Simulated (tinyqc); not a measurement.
Inside a calculation. Method: coherent transport through a tight-binding region between two chains. One step of it, computed by the program tinyqc.

Task: Transmission at E = 0.5 eV. Surface Green function g = (E - i sqrt(4 t^2 - E^2)) / (2 t^2); self-energy tc^2 g on each contact site; G = (E - H - Sigma)^(-1); Gamma = -2 Im Sigma; T = Gamma_L Gamma_R |G_LR|^2; local density of states -Im G_ii / pi.

H of the central region (eV):
```
[[0.000000, -0.520000, 0.000000, 0.000000, -0.520000],
 [-0.520000, 0.000000, -0.520000, 0.000000, 0.000000],
 [0.000000, -0.520000, 0.000000, -0.520000, 0.000000],
 [0.000000, 0.000000, -0.520000, 0.000000, -0.520000],
 [-0.520000, 0.000000, 0.000000, -0.520000, 0.000000]]
```

Leads: semi-infinite chains with site energy 0:
```
parameter                           value
lead hopping t (eV)              2.590000
coupling to the left lead (eV)   0.350000
coupling to the right lead (eV)  0.390000
left contact site                       1
right contact site                      5
```

E = 0.500000 eV

Give: g; G; local density of states; transmission.

Result:

g = 0.0373-0.3843i 1/eV

G (1/eV):
```
[[-0.5374-0.1004i, 1.2126+0.0747i, -0.6286+0.0286i, -0.6082-0.1022i, 1.2134+0.0696i],
 [1.2126+0.0747i, -0.5383-0.0917i, 1.2281+0.0135i, -0.6425+0.0787i, -0.6103-0.0892i],
 [-0.6286+0.0286i, 1.2281+0.0135i, -0.5523-0.0416i, 1.2260+0.0265i, -0.6266+0.0161i],
 [-0.6082-0.1022i, -0.6425+0.0787i, 1.2260+0.0265i, -0.5364-0.1042i, 1.2128+0.0737i],
 [1.2134+0.0696i, -0.6103-0.0892i, -0.6266+0.0161i, 1.2128+0.0737i, -0.5395-0.0870i]]
```

local density of states (1/eV): [0.0320, 0.0292, 0.0132, 0.0332, 0.0277]

transmission = 0.0163
